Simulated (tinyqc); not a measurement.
Deformation-potential model of the X valleys of a conduction band, step by step. Values are carried at full precision from step to step, so a last printed digit may differ when a step is redone from the rounded ones.

s11 = (C11 + C12)/((C11 - C12)(C11 + 2 C12)), s12 = -C12/((C11 - C12)(C11 + 2 C12)), s44 = 1/C44; exx = s11 sxx + s12 (syy + szz) and cyclic, exy = s44 sxy/2; tension is positive. A uniaxial stress X along the unit vector n is s_ij = X n_i n_j. Biaxial (001) means sxx = syy = X.

Constants: kB = 8.617333262e-05 eV/K; hbar^2/2m0 = 3.80998211 eV angstrom^2.

Parameters, chosen for this exercise (near those of AlAs; not measured data): C11 = 128.7 GPa; C12 = 54.3 GPa; C44 = 53.8 GPa; load = biaxial (001) (kind of stress); X = 0.38 GPa (stress); Xd = 1 eV (dilation potential); Xu = 5.64 eV (uniaxial potential); T = 350 K (temperature); ml = 1.123 m0 (longitudinal mass); mt = 0.192 m0 (transverse mass).

## Strain from a biaxial (001) stress

Form the compliances and the strain.

s11, s12, s44 (1/TPa): 10.3653  -3.0756  18.5874

strain tensor:
```
          x         y          z
x  0.002770  0.000000   0.000000
y  0.000000  0.002770   0.000000
z  0.000000  0.000000  -0.002337
```

## Valley shifts

Valleys with axes along x, y and z, one whole valley each. Herring-Vogt shift of a valley with unit axis a: dE = Xd tr(e) + Xu a.e.a. Non-degenerate shares n_i = exp(-dE_i/kT)/sum_j exp(-dE_j/kT). Inverse mass tensor of a valley: (1 - a a)/mt + a a/ml; the masses are taken as independent of strain.

Apply the Herring-Vogt formula to each valley.

Xd tr(e) = 3.20 meV

a.e.a: x 0.002770, y 0.002770, z -0.002337

shifts dE (meV): x 18.83, y 18.83, z -9.98

The lowest valley is z, 28.8 meV below the highest; the mean shift over all valleys is (Xd + Xu/3) tr(e) = 9.22 meV.

## Shares of the electrons

Boltzmann factors of the shifts.

kT = 30.161 meV

shares: x 0.2174, y 0.2174, z 0.5651

effective number of valley axes, 1/(largest share) = 1.770

## Conductivity mass tensor

With one scattering time for all valleys the conductivity goes as M = sum_i n_i (inverse mass tensor of valley i); along the unit vector u, 1/m_c = u.M.u. Without stress 1/m_c = (1/ml + 2/mt)/3. Take u along [001].

M (1/m0):
```
       x      y      z
x  4.269  0.000  0.000
y  0.000  4.269  0.000
z  0.000  0.000  2.768
```

m_c along [001] = 0.3612 m0
m_c without stress = 0.2653 m0

The repopulation alone changes the mobility along [001] by -26.6 %; with all electrons in the valleys lightest or heaviest along this direction it would change by +38 or -76 %.

## Effective density of states

Each of the 3 whole valleys has m_d = (ml mt^2)^(1/3) and N = 2 (m_d kT/(4 pi c))^(3/2), c = hbar^2/2m0. Counted from the lowest edge, Nc = N x sum_i exp(-(dE_i - dE_min)/kT). 1 angstrom^-3 = 1e24 cm^-3.

m_d = 0.3459 m0
N of one valley = 6.434e+18 cm^-3
Nc under stress = 1.139e+19 cm^-3
Nc without stress = 1.930e+19 cm^-3

## Piezoresistance from repopulation

For small stress d(rho)/rho = pi X. For valleys on the cube axes pi11 = -(2/3) Xu (s11 - s12)/kT x (K - 1)/(2K + 1), pi12 = -pi11/2, pi44 = 0, K = ml/mt. For stress along [110]: pi_l = (pi11 + pi12 + pi44)/2 with the current along it and pi_t = (pi11 + pi12 - pi44)/2 with the current along [1-10]. 1/GPa = 100 x 1e-11/Pa.

K = 5.849

pi11, pi12, pi44 (1e-11/Pa): -64.0  32.0  0.0

pi_l, pi_t for [110] (1e-11/Pa): -16.0  -16.0

Only the transfer between valleys is counted; changes of mass and of intervalley scattering add to it in a real crystal.

## Checks

- Conductivity mass at zero stress against 3/(1/ml + 2/mt): both 0.2653191.
- Piezoresistance coefficients by finite differences against the closed form: largest difference 5.9e-09.

Run: tinyqc, `OMP_NUM_THREADS=1 python tinyqc.py 1051473 1051474 out.jsonl`; Intel(R) Xeon(R) Processor @ 2.30GHz, one thread, shared host; about 0.03 s of CPU time with all checks.
